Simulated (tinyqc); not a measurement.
Width and zero-phonon weight against temperature: configuration-coordinate model of a defect: Huang-Rhys factor and luminescence line shape. Computed by tinyqc, a small Python program. Command: `OMP_NUM_THREADS=1 python tinyqc.py 3025939 3025940 out.jsonl ccline walk`. One thread of a shared host (Intel(R) Xeon(R) Processor @ 2.30GHz), about 0.01 s of CPU time with the checks.

Ground state E_g(Q) = (1/2) omega_g^2 Q^2; excited state E_e(Q) = E_0 + (1/2) omega_e^2 (Q - dQ)^2 with omega_e = omega_g and E_0 = E_ZPL. Q is mass-weighted; the dipole does not depend on Q (Condon approximation).

Inputs (values chosen for the exercise, for a model defect): zero-phonon energy E_ZPL = 0.839 eV; displacement dQ = 1.63 u^(1/2) angstrom; ground-state phonon hbar omega_g = 33.7 meV.

Modes: equal frequencies in both states.

Constants: hbar^2/u = 4.18015928e-03 eV angstrom^2; k_B = 8.617333262e-05 eV/K.

Method:
- S = hbar omega dQ^2/(2 hbar^2/u) for each state; relaxation energy S hbar omega; absorption at E_0 + S_e hbar omega_e, emission at E_0 - S_g hbar omega_g; the Stokes shift is their difference.
- Overlaps <m_e|n_g> of harmonic-oscillator functions (Hermite recursion, positive leading coefficients) by a sum over an even grid (700 points from x = -9 to 9 + d for the small table, 1500 points from -16 to 16 + d for the thermal sums), with x = Q sqrt(omega_g/hbar), d = sqrt(2 S_g) and frequency ratio omega_e/omega_g.
- Initial levels m = 0..24 carry Boltzmann weights exp(-m hbar omega_e/k_B T), normalised; final levels n = 0..79; a line lies at E_ZPL + m hbar omega_e - n hbar omega_g with weight w_m <m|n>^2. Moments are taken over these weights without the E^3 factor; FWHM = 2 sqrt(2 ln 2) x standard deviation; the zero-phonon weight is the sum of w_m <m|m>^2.
- For comparison: FWHM(0) sqrt(coth(hbar omega_e/2 k_B T)) with FWHM(0) from the first row, and exp(-S_g coth(hbar omega_e/2 k_B T)).

S_g = 10.7098

Against temperature:
```
T (K)  mean energy (eV)  FWHM (eV)  coth law (eV)  zero-phonon weight  exp(-S coth)
20              0.47808    0.25970        0.25970          2.2325e-05    2.2325e-05
59              0.47808    0.26005        0.26005          2.5128e-05    2.1700e-05
120             0.47808    0.26988        0.26988          1.4749e-04    9.4844e-06
200             0.47808    0.29947        0.29947          1.0290e-03    6.5368e-07
310             0.47808    0.34749        0.34749          3.8332e-03    4.7107e-09
470             0.47808    0.41396        0.41396          8.9169e-03    1.5220e-12
660             0.47808    0.48402        0.48402          1.3886e-02    6.9810e-17
```

The width grows by a factor 1.86, flat while k_B T is well below hbar omega and as sqrt(T) above; for equal frequencies the coth law is exact. The mean energy stays fixed, as it must for equal frequencies. The zero-phonon weight goes from 2.23e-5 to 0.0139; the single exponential assumes equal frequencies, leaves out lines that absorb and emit the same number of phonons, and falls to 6.98e-17. The rise of the weight is a feature of one sharp mode; with a spread of mode energies those lines leave the zero-phonon energy and the weight falls.
